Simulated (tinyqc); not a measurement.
Worked calculation: UHF in the sto-3g basis, for Be+, spin multiplicity 2. This run ends on a higher stationary point, not on the lowest solution. One step of it, computed by the program tinyqc.

Task: Iteration 2: building the Fock matrix. J_ij = sum D_kl (ij|kl) with D = D(alpha) + D(beta), K_ij = sum D_kl (ik|jl) for each spin; F = H + J - K(s); E = tr D H + tr D J / 2 - 0.5 sum_s tr D(s) K(s) + E_nn.

D(alpha) after iteration 1, lower triangle:
```
            1Be 1s     1Be 2s   1Be 2px    1Be 2py   1Be 2pz
1Be 1s    0.963927
1Be 2s   -0.086422   0.013331
1Be 2px   0.149810  -0.013572  0.044365
1Be 2py   0.151872  -0.033213  0.009542   0.102767
1Be 2pz   0.016145   0.049914  0.098356  -0.244821  0.920466
```

D(beta) after iteration 1, lower triangle:
```
            1Be 1s     1Be 2s    1Be 2px    1Be 2py   1Be 2pz
1Be 1s    0.497272
1Be 2s    0.015745   0.001074
1Be 2px   0.010842   0.002524   0.008502
1Be 2py  -0.020444  -0.004409  -0.014702   0.025430
1Be 2pz   0.084185   0.018675   0.062502  -0.108101  0.459551
```

core Hamiltonian H = T + V (hartree), lower triangle:
```
            1Be 1s     1Be 2s    1Be 2px    1Be 2py    1Be 2pz
1Be 1s   -7.867117
1Be 2s   -1.932258  -2.102157
1Be 2px   0.000000   0.000000  -1.634157
1Be 2py   0.000000   0.000000   0.000000  -1.634157
1Be 2pz   0.000000   0.000000   0.000000   0.000000  -1.634157
```

Two-electron integrals (ij|kl) in chemists' order, unique and non-zero (hartree):
```
(11|11) 2.298831   (21|11) 0.392036   (21|21) 0.079539   (22|11) 0.570988
(22|21) 0.143041   (22|22) 0.417683   (31|31) 0.014607   (32|31) 0.021888
(32|32) 0.092265   (33|11) 0.569578   (33|21) 0.143083   (33|22) 0.417589
(33|33) 0.449859   (41|41) 0.014607   (42|41) 0.021888   (42|42) 0.092265
(43|43) 0.024249   (44|11) 0.569578   (44|21) 0.143083   (44|22) 0.417589
(44|33) 0.401360   (44|44) 0.449859   (51|51) 0.014607   (52|51) 0.021888
(52|52) 0.092265   (53|53) 0.024249   (54|54) 0.024249   (55|11) 0.569578
(55|21) 0.143083   (55|22) 0.417589   (55|33) 0.401360   (55|44) 0.401360
(55|55) 0.449859
```

nuclear repulsion = 0 hartree

Give: Coulomb J; exchange K(alpha); exchange K(beta); F(alpha); F(beta); total energy of this density.

Result:

Coulomb J (hartree), lower triangle:
```
         1Be 1s   1Be 2s  1Be 2px  1Be 2py  1Be 2pz
1Be 1s   4.2010
1Be 2s   0.7870   1.4720
1Be 2px  0.0042   0.0050   1.4472
1Be 2py  0.0022  -0.0012  -0.0003   1.4508
1Be 2pz  0.0059   0.0170   0.0078  -0.0171   1.5115
```

exchange K(alpha) (hartree), lower triangle:
```
         1Be 1s  1Be 2s  1Be 2px  1Be 2py  1Be 2pz
1Be 1s   2.1648
1Be 2s   0.3469  0.1560
1Be 2px  0.0853  0.0178   0.0563
1Be 2py  0.0832  0.0081   0.0041   0.0812
1Be 2pz  0.0177  0.0281   0.0419  -0.1042   0.4292
```

exchange K(beta) (hartree), lower triangle:
```
          1Be 1s   1Be 2s  1Be 2px  1Be 2py  1Be 2pz
1Be 1s    1.1628
1Be 2s    0.2161   0.0900
1Be 2px   0.0068   0.0031   0.0236
1Be 2py  -0.0127  -0.0056  -0.0063   0.0308
1Be 2pz   0.0523   0.0234   0.0266  -0.0460   0.2156
```

F(alpha) (hartree), lower triangle:
```
          1Be 1s   1Be 2s  1Be 2px  1Be 2py  1Be 2pz
1Be 1s   -5.8309
1Be 2s   -1.4922  -0.7862
1Be 2px  -0.0811  -0.0128  -0.2433
1Be 2py  -0.0810  -0.0093  -0.0043  -0.2645
1Be 2pz  -0.0117  -0.0111  -0.0341   0.0871  -0.5518
```

F(beta) (hartree), lower triangle:
```
          1Be 1s   1Be 2s  1Be 2px  1Be 2py  1Be 2pz
1Be 1s   -4.8289
1Be 2s   -1.3614  -0.7202
1Be 2px  -0.0025   0.0019  -0.2106
1Be 2py   0.0149   0.0044   0.0060  -0.2142
1Be 2pz  -0.0463  -0.0064  -0.0188   0.0289  -0.3382
```

total energy of this density = -11.223276 hartree

This density is a damped mixture and is not idempotent.
